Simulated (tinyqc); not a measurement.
Cluster expansion of a binary alloy: correlations, fit, cross-validation and ground states. From alpha_1 back to first-pair interaction V1. Computed by tinyqc, a small Python program. Command: `OMP_NUM_THREADS=1 python tinyqc.py 3010883 3010884 out.jsonl clex inv`. One thread of a shared host (Intel(R) Xeon(R) Processor @ 2.30GHz), about 0.3 s of CPU time with the checks.

s = +1 for A and -1 for B. Energy per site E = J0 + J1 P(point) + sum over clusters of m V P, with P the mean product of spins; V > 0 on a pair favours unlike neighbours. Clusters per site m: pair 1 6, pair 2 3, pair 3 12, triplet 8; the triplet is the triangle of first neighbours. Formation energies are counted from the line between pure A and pure B, which removes J0 and J1.

Inputs (values chosen for the exercise, for a model alloy):
```
quantity                    value  unit
second-pair interaction V2    1.6   meV
third-pair interaction V3   -0.41   meV
triplet interaction Vt      -0.38   meV
temperature T                 340     K
fraction x of B               0.6     -
```

Lattice: fcc.

Constants: k_B = 8.617333262e-05 eV/K.

Method. Random alloy: P(pair) = p^2, P(triplet) = p^3, p = 1 - 2x, so H_mix = (p^2 - 1) sum m V(pairs) + (p^3 - p) m Vt; G_mix = H_mix + k_B T [x ln x + (1 - x) ln(1 - x)]. To first order in 1/T the Warren-Cowley parameter of shell 1 is alpha_1 = -(1 - p^2) V_eff/(k_B T), V_eff = V1 + (number of triplets on a first-neighbour bond) p Vt, that number being 4.

Question. A run gave the result below. Find the first-pair interaction V1, known to lie between 3.2 and 6 meV.

alpha_1 = -0.1484614

Answer.

Each step takes the trial c = (a f_b - b f_a)/(f_b - f_a), f being the result less the target and a, b, c the logarithms of the listed values; c replaces end b, the old b replaces a if the sign of f changed, and otherwise f_a is halved.

Scan of the range:
```
first-pair interaction V1 (meV)    alpha_1
3.20                             -0.114811
3.55                             -0.126279
3.95                             -0.139385
4.38                             -0.153475
4.87                             -0.169530
5.40                             -0.186896
6.00                             -0.206555
```

False position (Illinois rule, in the logarithm of the input) inside the bracket:
```
step    end a    end b    trial    alpha_1
1     3.95000  4.38000  4.22188  -0.148294
2     4.38000  4.22188  4.22691  -0.148458
3     4.38000  4.22691  4.22709  -0.148464
4     4.22691  4.22709  4.22700  -0.148461
```

alpha_1 falls at every point of a 13-point scan of the range (every second point is shown), so one value fits; it is bracketed by 3.95 and 4.38. The scan shows a straight line, so linear interpolation between any two rows gives the answer at once. Answer: first-pair interaction V1 = 4.227 meV.
